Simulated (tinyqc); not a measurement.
Susceptibility above T_c: two-sublattice mean-field magnet: ferrimagnet, compensation points and susceptibility. Computed by tinyqc, a small Python program. Command: `OMP_NUM_THREADS=1 python tinyqc.py 3009565 3009566 out.jsonl ferri walk`. One thread of a shared host (Intel(R) Xeon(R) Processor @ 2.30GHz), about 0.01 s of CPU time with the checks.

A random alloy A(1-x)B(x) with H = -sum over pairs J S_i.S_j. a = <S_A> and b = <S_B> are taken along z, a > 0. Exchange fields: h_A = (1 - x) zJ_AA a + x zJ_AB b, h_B = (1 - x) zJ_AB a + x zJ_BB b; a = S_A B_(S_A)(S_A h_A/(k_B T)) and likewise for b, with the Brillouin function B_S(y) = [(2S + 1)/(2S)] coth[(2S + 1) y/(2S)] - [1/(2S)] coth[y/(2S)].

Inputs (values chosen for the exercise, for a model ferrimagnet): spin S_A = 1.5; spin S_B = 1.5; g factor g_A = 2.1; g factor g_B = 2; fraction x of B sites = 0.21; z J_AA = 19.1 meV; z J_BB = 2.5 meV; z J_AB = -5.4 meV; T over T_c = 0.74.

Constants: k_B = 8.617333262e-05 eV/K.

Method. Linearised, T (a, b) = M (a, b) with M_ij = S_i (S_i + 1) c_j zJ_ij/(3 k_B), c_A = 1 - x, c_B = x. T_c is the larger eigenvalue, and its eigenvector gives b/a at onset, (T_c - M_AA)/M_AB. With a field B, T (a, b) = M (a, b) + (mu_B B/(3 k_B)) (g_A S_A (S_A + 1), g_B S_B (S_B + 1)). chi = m/B per site; C = mu_B [(1 - x) g_A^2 S_A (S_A + 1) + x g_B^2 S_B (S_B + 1)]/(3 k_B); the table gives C/chi, which tends to T - theta.

T_c = 223.589 K

M (K), rows A, B:
$$\begin{pmatrix}
218.876 & -16.449 \\
-61.881 & 7.615
\end{pmatrix}$$

Inverse susceptibility:
```
T (K)    C/chi (K)  T - C/chi (K)
228.1   6.5313e+00         221.53
245.9   3.1586e+01         214.36
279.5   7.5202e+01         204.28
335.4   1.4215e+02         193.23
447.2   2.6612e+02         181.06
670.8   5.0037e+02         170.39
1117.9  9.5518e+02         162.77
2235.9  2.0784e+03         157.50
```

What follows from these numbers?

T - C/chi sinks from 222 K just above T_c to 158 K at 10 T_c, on its way to the asymptotic theta. The curve of 1/chi is a hyperbola that bends down to zero at T_c = 224 K, so a Curie-Weiss line fitted at high T misses T_c.
